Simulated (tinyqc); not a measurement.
Resistance of a tapered via with liner, size effect and interface: two steps of the calculation.

A round via whose diameter grows from db at the bottom as D(z) = db + 2 z/tan(ang). The fill, of diameter D - 2 tl, starts above the bottom liner (thickness fb tl) and has rho = rho0 (1 + ks lam/(D - 2 tl)); the sidewall liner conducts in parallel with it. The bottom liner and the interface are crossed over the full area pi db^2/4. Spreading in the lines above and below is left out.

Values chosen for this exercise; fill metal close to copper:
- db = 53 nm (diameter at the bottom)
- hv = 100 nm (height)
- ang = 88 degrees (sidewall angle)
- rho0 = 1.72 uohm cm (bulk resistivity of the fill)
- lam = 39.3 nm (mean free path of the fill)
- ks = 1 (size-effect factor)
- tl = 1.6 nm (liner on the sidewall)
- fb = 0.7 (liner at the bottom over that on the sidewall)
- rl = 200 uohm cm (resistivity of the liner)
- ri = 5.1e-12 ohm cm^2 (interface resistivity at the bottom)
- Sb = 1.1e15 S/m^2 (ballistic conductance per area, about 3/(4 rho0 lam))

Problem 1. Slices of the via. Slices between z0 = fb tl and hv, evaluated at their midpoints: conductance per length pi/4 [(D - 2 tl)^2/rho + (D^2 - (D - 2 tl)^2)/rl], slice resistance = slice height over that. 10 slices.

Find: z; D; rho; slice resistance.

Solution 1.

```
slice,z (nm),D (nm),rho (uohm cm),slice resistance (ohm)
0,6.064,53.42,3.066,0.1527
1,15.95,54.11,3.048,0.1477
2,25.84,54.80,3.030,0.1430
3,35.73,55.50,3.013,0.1384
4,45.62,56.19,2.996,0.1341
5,55.50,56.88,2.979,0.1299
6,65.39,57.57,2.963,0.1260
7,75.28,58.26,2.948,0.1222
8,85.17,58.95,2.933,0.1186
9,95.06,59.64,2.918,0.1151
```

Problem 2. Total resistance. R_fill = sum of the slices; R_bottom = rl fb tl/(pi db^2/4); R_interface = ri/(pi db^2/4); ballistic (Sharvin) limit 1/(Sb pi (db - 2 tl)^2/4); ideal cylinder rho0 hv/(pi db^2/4).

```
slice,slice resistance (ohm)
0,0.15271730
1,0.14772357
2,0.14296345
3,0.13842291
4,0.13408892
5,0.12994941
6,0.12599315
7,0.12220971
8,0.11858938
9,0.11512309
```

Wanted: parts; R; shares; ballistic limit; ideal cylinder.

Solution 2.

parts (ohm): fill 1.3278, bottom liner 1.0153, interface 0.23117
R = 2.5743 ohm
shares (%): fill 51.579, bottom liner 39.441, interface 8.980
ballistic limit = 0.46672 ohm
ideal cylinder = 0.77963 ohm

The fill is the largest part, and R is 3.30 times the ideal cylinder. With 2000 slices R = 2.5744 ohm.

Program tinyqc, `OMP_NUM_THREADS=1 python tinyqc.py 2750181 2750182 out.jsonl`; Intel Xeon 2.30GHz, shared host, one thread, about 0.01 s.
